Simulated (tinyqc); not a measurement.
Small-signal admittance of a forward-biased p+-n diode: two steps of the calculation.

Holes injected into a neutral base of width wb with an ohmic contact at its end; low injection, p0 far above the equilibrium density. A small voltage v exp(i w t), w = 2 pi f, modulates the edge density by p0 v/Vt, and the small-signal density obeys Dp d2p/dx2 = (1/tau + i w) p.

Values chosen for this exercise; permittivity close to that of silicon: temperature T = 275 K; relative permittivity eps_r = 11.7; donor density of the base Nd = 7.8e16 cm^-3; hole diffusion coefficient Dp = 8.5 cm^2/s; hole lifetime tau = 3e-9 s; width of the neutral base wb = 2.9 um; excess hole density at the junction edge p0 = 2e14 cm^-3; acceptor density of the p+ side Na = 1e19 cm^-3; signal frequency f = 7.4e6 Hz.

Constants: q = 1.602176634e-19 C, kB = 1.380649e-23 J/K, Vt = kB T/q, eps0 = 8.8541878128e-14 F/cm where lengths are in cm. Results are converted to the units shown.

Problem 1. Closed-form admittance. L = sqrt(Dp tau); direct current J = (q Dp p0/L) coth(wb/L); k = sqrt(1 + i w tau)/L; diffusion admittance Y = (q Dp p0/Vt) k coth(k wb) = G + i w C_diff; junction capacitance C_j = sqrt(q eps0 eps_r Nd/(2 Vr)) in the depletion approximation, with the remaining barrier Vr = Vt ln(Na/p0), a rough value under forward bias; base-width modulation is left out.

Wanted: L; J; k wb; Y; C_diff; C_j.

Solution 1.

L = 1.5969 um
J = 1.7984 A/cm^2
k wb = 1.8204+0.1264i
Y = 75.972+4.272i S/cm^2
C_diff = 0.091880 uF/cm^2
C_j = 0.15889 uF/cm^2

G is 1.00 times its low-frequency value J/Vt, and C_diff is 0.578 times C_j.

Problem 2. The same by finite differences. 9 equal intervals, h = wb/9; u = small-signal density over its edge value, u_0 = 1, u_9 = 0; u_(i-1) + b u_i + u_(i+1) = 0 with b = -2 - h^2 (1/tau + i w)/Dp; Y = (q Dp p0/(Vt h)) (-b/2 - u_1), which includes the half box at the edge.

Wanted: b; u; Y on the mesh.

Solution 2.

b = -2.041-0.006i
u, node 1 to 8: 0.8062-0.0093i  0.6453-0.0145i  0.5108-0.0166i  0.3972-0.0164i  0.2998-0.0147i  0.2147-0.0118i  0.1384-0.0083i  0.0678-0.0042i
Y on the mesh = 76.38+4.35i S/cm^2

Program tinyqc, `OMP_NUM_THREADS=1 python tinyqc.py 2890226 2890227 out.jsonl`; Intel Xeon 2.30GHz, shared host, one thread, about 0.01 s.
